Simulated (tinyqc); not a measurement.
A and C from the efficiency peak.

Question. ABC model of an LED: J = q da (A n + Ba n^2 + Ca n^3), IQE = Ba n^2/(A n + Ba n^2 + Ca n^3), differential lifetime 1/(A + 2 Ba n + 3 Ca n^2). The peak lies at n = sqrt(A/Ca). Given Ba, find n at the peak, A and Ca.

Parameters, values chosen for the exercise: radiative coefficient of the active layer Ba = 1.5e-10 cm^3/s; thickness of the active layer da = 16 nm.

Constants: q = 1.602176634e-19 C. Results are converted to the units shown.

peak IQE = 96.712410 %
J at the peak = 0.10337435 A/cm^2

Solution. IQE J = q da Ba n^2 gives n. At the peak A n = Ca n^3, each being half of the non-radiative rate Ba n^2 (1/IQE - 1).

n at the peak = 5.099e16 cm^-3
A = 1.300e5 1/s
Ca = 5.000e-29 cm^6/s

Computed by the program tinyqc: `OMP_NUM_THREADS=1 python tinyqc.py 2300135 2300136 out.jsonl`, one thread of a shared Intel Xeon 2.30GHz, about 0.01 s for the whole run.
